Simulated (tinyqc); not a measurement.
Capacitance measurement on a leaky thin oxide: effects of series resistance and leakage: one step of the calculation.

The device is a capacitance C in parallel with a leakage conductance G, in series with Rs and Ls. An impedance meter reports either a parallel pair (Cp, Gp) from Y = 1/Z = Gp + i w Cp or a series pair (Cs, Rm) from Z = Rm + 1/(i w Cs); w = 2 pi f, dissipation D = Gp/(w |Cp|).

Question. True capacitance and conductance. EOT = 3.9 tox/eox; CET = EOT + zc + zp; C = 3.9 eps0 A/CET; G = Jg A/Vs.

Values chosen for this exercise; values of the order met in thin-oxide MOS capacitors: relative permittivity of the gate insulator (close to silicon nitride) eox = 7.64; insulator thickness tox = 2.2 nm; gate area A = 100 um^2; oxide-equivalent thickness added by the accumulation layer zc = 0.34 nm; oxide-equivalent thickness added by gate depletion zp = 0 nm; gate leakage current density, not matched to the thickness Jg = 0.01 A/cm^2; voltage for an e-fold rise of the leakage Vs = 0.44 V.

Constants: eps0 = 8.8541878128e-14 F/cm where lengths are in cm. Results are converted to the units shown.

Give: EOT; CET; C; G.

Answer.

EOT = 1.123 nm
CET = 1.463 nm
C = 2.360 pF
G = 0.02273 uS

tinyqc, about 0.01 s, one thread, Intel Xeon 2.30GHz (shared host): `OMP_NUM_THREADS=1 python tinyqc.py 2022143 2022144 out.jsonl`
